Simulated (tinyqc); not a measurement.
Kink density above f_c: Frenkel-Kontorova chain: a misfit dislocation (kink) in a monolayer on a periodic substrate. Computed by tinyqc, a small Python program. Command: `OMP_NUM_THREADS=1 python tinyqc.py 3028415 3028416 out.jsonl fkchain walk`. One thread of a shared host (Intel(R) Xeon(R) Processor @ 2.30GHz), about 0.05 s of CPU time with the checks.

E = sum_j [(k/2)(x_(j+1) - x_j - b)^2 + (W/2)(1 - cos(2 pi x_j/a))], x_j = a (j + u_j). A kink takes u from 0 to 1: the chain is stretched by one period and has one atom fewer than wells.

Inputs (values chosen for the exercise, for a model overlayer):
```
quantity              value           unit
spring constant k      4.12  eV/angstrom^2
substrate period a     3.04       angstrom
corrugation W          1.45             eV
misfit f = (b - a)/a   0.14              -
atomic mass M          33.1              u
```

Constants: nu for 1 eV/(angstrom^2 u) = 15.6333042 THz.

Method. l0 = sqrt(k a^2/(2 W)); kink u(j) = (2/pi) arctan exp(pi j/l0); kink energy at f = 0: E0 = (4/pi) W l0; with misfit E0 - k a^2 f; kinks become favourable at f_c = 2/(pi l0), and a coherent chain with free ends loses stability at f_m = 1/l0. Lowest vibration of the flat chain: nu0 = 15.6333042 THz x sqrt(2 pi^2 W/(a^2 M)). Frank and van der Merwe: the modulus q solves f = 2 E(q)/(pi l0 q), and the kinks per atom are pi/(2 l0 q K(q)), with the complete elliptic integrals K and E; strain left = f - density (for f above f_c = 2/(pi l0)).

critical misfit f_c = 0.175694

kink width l0 = 3.62346

Continuum ground state:
```
f             q  kinks per atom  strain left
0.1766  0.99897         0.09690     0.079701
0.1792  0.99530         0.11687     0.062335
0.1845  0.98665         0.13662     0.047879
0.1933  0.97067         0.15733     0.035966
0.2108  0.93628         0.18672     0.024079
0.2460  0.86542         0.23249     0.013512
0.2987  0.76730         0.29159     0.007114
0.3865  0.63534         0.38331     0.003189
```

0.52 % above f_c the density is already 0.55 of f: kinks repel only exponentially, so they flood in, as 1/|ln(f - f_c)|. At 2.2 f_c they take up 99.2 % of the misfit and the layer floats nearly free. Caution: a corrugation above 1 eV is larger than real overlayers usually show; it is chosen to keep the kink narrow.
